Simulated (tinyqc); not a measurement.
Gate voltage for a given inversion charge.

Problem. p-type body, charge-sheet picture, depletion and inversion only, full ionisation (an idealisation for deep acceptors), Boltzmann statistics (rough once Na exp(x - xn) passes about Nc/7). In units of Vt: xg = (Vg - Vfb)/Vt, x = psi/Vt, G = gamma/sqrt(Vt), xn = (2 phiF + Vc)/Vt. The implicit equation is (xg - x)^2 = G^2 [x - 1 + exp(x - xn)] for x above about 3. Cox = eps0 eox/tox. ni = sqrt(Nc Nv) exp(-Eg/(2 Vt)), Eg in volts; phiF = Vt ln(Na/ni); gamma = sqrt(2 q eps0 eps_r Na)/Cox. N_inv = (Cox Vt G/q) [sqrt(x - 1 + exp(x - xn)) - sqrt(x - 1)]. Find x - xn, psi and Vg.

Values chosen for this exercise; band and dielectric values close to those of silicon: temperature T = 300 K; band gap Eg = 1.13 eV; relative permittivity eps_r = 11.7; conduction-band density of states at T Nc = 2.8e19 cm^-3; valence-band density of states at T Nv = 2.66e19 cm^-3; relative permittivity of the gate insulator (close to zirconium oxide) eox = 25.3; insulator thickness tox = 33 nm; acceptor density Na = 1.6e17 cm^-3; flat-band voltage Vfb = -1 V; channel-body voltage Vc = 0.2 V.

Constants: q = 1.602176634e-19 C, kB = 1.380649e-23 J/K, Vt = kB T/q, eps0 = 8.8541878128e-14 F/cm where lengths are in cm. Results are converted to the units shown.

N_inv = 1.4e11 cm^-2

Answer. N_inv rises steadily with x, so it fixes x; the implicit equation then gives xg directly.

x - xn = 2.109
psi = 1.119 V
Vg = 0.5068 V

Program tinyqc, `OMP_NUM_THREADS=1 python tinyqc.py 2122190 2122191 out.jsonl`; Intel Xeon 2.30GHz, shared host, one thread, about 0.01 s.
